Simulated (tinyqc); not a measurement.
The liquidus: liquidus of a compound AB in a simple-solution melt, liquid-phase epitaxy and vapour pressures. Computed by tinyqc, a small Python program. Command: `OMP_NUM_THREADS=1 python tinyqc.py 3017079 3017080 out.jsonl liq35 walk`. One thread of a shared host (Intel(R) Xeon(R) Processor @ 2.30GHz), about 0.04 s of CPU time with the checks.

x is the atom fraction of B in the melt. The melt is a simple solution: R T ln gamma_B = W (1 - x)^2, R T ln gamma_A = W x^2, W = a + b T. The solid AB is stoichiometric.

Inputs (values chosen for the exercise, modelled on InAs for the melt):

| quantity | value | unit |
|---|---|---|
| melting point T_F | 1215 | K |
| entropy of fusion S_F | 59.4 | J/(mol K) |
| interaction a | 16.6 | kJ/mol |
| interaction slope b | -41.9 | J/(mol K) |

Constants: R = 8.314462618 J/(mol K).

Method. Liquidus (Vieland): f(x) = R T ln[4 x (1 - x)] + 2 W (1/2 - x)^2 + S_F (T_F - T) = 0.

Solubility; ideal: W = 0; dilute: (1/4) exp[-(S_F (T_F - T) + W/2)/(R T)]:

| T (K) | x | ideal | dilute | W (kJ/mol) |
|---|---|---|---|---|
| 608 | 4.7982e-04 | 1.9973e-04 | 4.8040e-04 | -8.8752 |
| 705 | 4.2321e-03 | 1.4258e-03 | 4.2933e-03 | -12.9395 |
| 802 | 2.0793e-02 | 6.3525e-03 | 2.2589e-02 | -17.0038 |
| 899 | 6.3444e-02 | 2.0722e-02 | 8.3060e-02 | -21.0681 |
| 996 | 1.3491e-01 | 5.4991e-02 | 2.3699e-01 | -25.1324 |
| 1094 | 2.3360e-01 | 1.3046e-01 | 5.6595e-01 | -29.2386 |
| 1166 | 3.3398e-01 | 2.4537e-01 | 9.7730e-01 | -32.2554 |
| 1203 | 4.1882e-01 | 3.6887e-01 | 1.2615e+00 | -33.8057 |

x over the ideal value is 2.40 in the first row and 1.14 in the last, and lies between 1.14 and 3.27: W > 0 lowers the solubility and W < 0 raises it, by about exp(-W/(2 R T)) when dilute. The dilute form is within 5 % in 2 of the eight rows. Near T_F the liquidus closes as a parabola about x = 1/2.

Extremes, crossings and ranges named in words are read from the listed rows.
